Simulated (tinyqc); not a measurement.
Thin-film optics by transfer matrices: sweeps and comparisons. A value that a table varies takes the place of the one given here.

Indices N = n + i k. Snell: N0 sin(theta) = N_j sin(theta_j), with Im(N_j cos theta_j) >= 0. Admittance y_j = N_j cos theta_j for s and N_j/cos theta_j for p. Phase delta_j = 2 pi N_j cos theta_j d_j/lambda. Layer matrix [[cos delta, -i sin delta/y], [-i y sin delta, cos delta]], multiplied from the top down to M. (B, C) = M (1, y_sub); r = (y0 B - C)/(y0 B + C), R = |r|^2, T = 4 Re y0 Re y_sub/|y0 B + C|^2, absorbed in the films 1 - R - T.

Ellipsometry: rho = tan(Psi) exp(i Delta) = -conj(r_p/r_s) with the r of the admittance formula, Delta in 0 to 360 degrees, so that a bare dielectric at small angles gives Delta = 180.

Values chosen for the exercise (indices near those of resist, SiO2 on Si; the results hold for these values, not for the real material):
- lam = 633 nm (vacuum wavelength)
- n0 = 1 (ambient index)
- n = (1.627, 1.431, 3.951) (n of resist, SiO2, substrate)
- k = (0, 0, 0.02) (k in the same order)
- d = (187, 145) nm (thicknesses, top first)
- theta = 45 degrees (angle of incidence)
- pol = s (polarisation)

## Swing curve: thickness of the top film

The first entry of d takes the values listed.

Stack:
```
d_1 (nm),R,T,absorbed
187.0,0.1344,0.8656,0.0000
223.0,0.1571,0.8429,0.0000
259.0,0.4379,0.5621,0.0000
295.0,0.5727,0.4273,0.0000
331.0,0.5670,0.4330,0.0000
367.0,0.4175,0.5825,0.0000
403.0,0.1344,0.8656,0.0000
439.0,0.1571,0.8429,0.0000
475.0,0.4379,0.5621,0.0000
511.0,0.5727,0.4273,0.0000
547.0,0.5670,0.4330,0.0000
583.0,0.4174,0.5826,0.0000
619.0,0.1343,0.8657,0.0000
```

R swings between 0.1343 and 0.5727 on these points. The period is lambda/(2 Re(N_1 cos theta_1)) = 216.0 nm, six rows. The film does not absorb, so the swing repeats exactly. The swing ratio (max - min)/mean is 1.21.

## Angle of incidence

Both polarisations.

Stack:
```
theta (degrees),R_s,R_p,Psi,Delta
0,0.1344,0.1344,45.00,180.00
15,0.1186,0.1176,44.88,181.94
30,0.0873,0.1007,47.05,180.53
45,0.1344,0.1336,44.91,150.60
55,0.2808,0.1658,37.54,125.88
60,0.3838,0.1778,34.24,113.13
65,0.4942,0.1884,31.69,98.96
70,0.6035,0.2050,30.23,82.47
75,0.7074,0.2439,30.42,63.24
80,0.8057,0.3388,32.96,42.07
85,0.9014,0.5542,38.10,20.72
```

R_s and R_p agree at normal incidence (0.1344). R_p is lowest at 30 degrees of those listed (0.1007), where R_s = 0.0873: both are low, so this is an interference minimum, not a Brewster effect. R_s does not rise steadily, because the phase thickness of the films changes with the angle. R_p exceeds R_s at 30 degrees, where Psi is above 45.

## Sensitivity of the reflectance

R for both polarisations. Each row changes one parameter from the base and keeps the others.

Results:
```
case,R_s,R_p,T_s
base,0.1344,0.1336,0.8656
"d = (192, 145) nm",0.1048,0.1279,0.8952
"n = (1.66, 1.431, 3.951)",0.1102,0.1286,0.8898
"k = (0, 0, 0.032)",0.1339,0.1334,0.8661
lam = 638 nm,0.1507,0.1372,0.8493
theta = 50 degrees,0.1952,0.1507,0.8048
```

The largest shifts from the base row, up to three for each result and ties (the steps differ in size, so this ranks the rows, not the parameters). R_s: theta +0.0609, d -0.0295, n -0.0242. R_p: theta +0.0171, d -0.0057, n -0.0050. T_s: theta -0.0609, d +0.0295, n +0.0242.

tinyqc: `OMP_NUM_THREADS=1 python tinyqc.py 1652061 1652062 out.jsonl`; about 0.01 s, one thread, shared Intel(R) Xeon(R) Processor @ 2.30GHz.
